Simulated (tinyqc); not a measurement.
Floating body of a partially depleted SOI transistor: body voltage and kink: one step of the calculation.

Source at 0 V. Channel current Ic = 2 nf K Vt^2 [F(0) - F(Vd)](1 + la Vd), F(V) = ln^2(1 + exp((Vg - VT - nf V)/(2 nf Vt))), VT = VT0 - gb Vb. Saturation voltage Vs = 2 Vt sqrt(F(0)) + 3 Vt, excess Ve = (Vd - Vs + sqrt((Vd - Vs)^2 + 0.0004 V^2))/2, multiplication M1 = Ai Ve exp(-Bl/Ve). Each junction passes D(v) = J1 (exp(v/Vt) - 1) + J2 (exp(v/(2 Vt)) - 1). Bipolar current Ib = bb J1 (exp(Vb/Vt) - 1). The body settles where M1 (Ic + Ib) = D(Vb) + D(Vb - Vd) + Vb/Rb; drain current Id = (1 + M1)(Ic + Ib) - D(Vb - Vd).

Task. Drain current with floating and with grounded body. Id and VT at the converged Vb, Id at Vb = 0, their ratio, and the bipolar share Ib/(Ic + Ib).

Parameters, values chosen for the exercise; values of the order met in partially depleted silicon-on-insulator transistors: temperature T = 398 K; threshold at zero body voltage VT0 = 0.37 V; fall of the threshold per volt of body voltage gb = 0.28; slope factor nf = 1.35; gain factor per width K = 220 uA/(V^2 um); channel-length modulation factor la = 0.04 1/V; impact-ionisation prefactor Ai = 1.49 1/V; impact-ionisation voltage Bl = 4.6 V; diffusion saturation current of each junction J1 = 7.5e-10 uA/um; recombination saturation current of each junction J2 = 1.3e-6 uA/um; gain of the lateral bipolar transistor on the diffusion current bb = 0.5; resistance of a weak body tie to the source (1e9 stands for no tie, and the term is then dropped) Rb = 5e5 kohm um; gate voltage Vg = 0.56 V; drain voltage Vd = 2 V.

Constants: q = 1.602176634e-19 C, kB = 1.380649e-23 J/K, Vt = kB T/q. Results are converted to the units shown.

converged Vb = 0.74366991 V

Find: VT; Id, floating; Id, grounded; ratio; bipolar share.

Result.

VT = 0.1618 V
Id, floating = 17.05 uA/um
Id, grounded = 4.230 uA/um
ratio = 4.030
bipolar share = 6.519 %

The body rises to 0.744 V and lowers the threshold by 208 mV.

Range of the model: The multiplication law is an empirical form chosen for the exercise; self-heating and capacitive coupling to the body are left out, and the linear laws are rough once Vb passes about 0.7 V or M1 about 0.1.

Program tinyqc, `OMP_NUM_THREADS=1 python tinyqc.py 2182039 2182040 out.jsonl`; Intel Xeon 2.30GHz, shared host, one thread, about 0.2 s.
